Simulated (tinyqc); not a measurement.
Which input was changed? Model: sheet resistance and Hall data of a diffused or implanted layer. Computed by tinyqc, a small Python program. Command: `OMP_NUM_THREADS=1 python tinyqc.py 3007190 3007191 out.jsonl layer which`. One thread of a shared host (Intel(R) Xeon(R) Processor @ 2.30GHz), about 0.03 s of CPU time with the checks.

Carriers are taken equal to the net active doping down to the junction (full ionisation, which deep dopants in wide-gap hosts do not reach; no spill-over, no depletion), and the Hall factor is 1.

Inputs (values chosen for the exercise, modelled on silicon in GaN):
```
quantity                                 value        unit
mu_min                                    52.5  cm^2/(V s)
mu_max                                    1020  cm^2/(V s)
N_ref                                  1.9e+17      1/cm^3
exponent alpha                               1           -
peak concentration N_0                 2.4e+19      1/cm^3
length scale l                              59          nm
background doping N_B (opposite type)  9.9e+16      1/cm^3
```

Profile: box. Activation: complete.

Constants: e = 1.602176634e-19 C.

Method:
- N(x) = N_0 down to x_j = l, dose N_0 l.
- Mobility mu = mu_min + (mu_max - mu_min)/(1 + (N_t/N_ref)^alpha), N_t = active doping + N_B; carriers n = active doping - N_B, all dopants active.
- Integrals from x_0 (0 unless stated) to x_j by the midpoint rule on 400 even intervals: 1/R_s = e int n mu dx; sheet density n_s = int n dx; Hall sheet density (int n mu dx)^2/int n mu^2 dx; Hall mobility int n mu^2 dx/int n mu dx.
- Mean conductivity 1/(R_s x_j); mean mobility 1/(e n_s R_s).

Question. One of these inputs alone was changed, within the range given: length scale l (29.5 to 118); mu_min (26.25 to 105); mu_max (510 to 2040); N_ref (9.5e+16 to 3.8e+17). Which one, and to what value?

Results:
```
run     sheet resistance R_s (ohm)  Hall mobility (cm^2/(V s))  Hall sheet density (1/cm^2)
before                    736.8458                    60.06824                 1.410159e+14
after                     837.8749                    52.82534                 1.410159e+14
```

Answer.

Each candidate set to reproduce sheet resistance R_s, and what it then gives:
```
candidate                range searched  value needed  Hall mobility (cm^2/(V s))  Hall sheet density (1/cm^2)
length scale l (nm)         29.5 to 118         51.89                      60.068                   1.2401e+14
mu_min (cm^2/(V s))        26.25 to 105         45.20                      52.825                   1.4102e+14
mu_max (cm^2/(V s))         510 to 2040  out of reach                           -                            -
N_ref (1/cm^3)       9.5e+16 to 3.8e+17  out of reach                           -                            -
```

Only mu_min fits every result: it went from 52.5 to 45.2 cm^2/(V s). The next best candidate, length scale l, misses one result by 14 %.
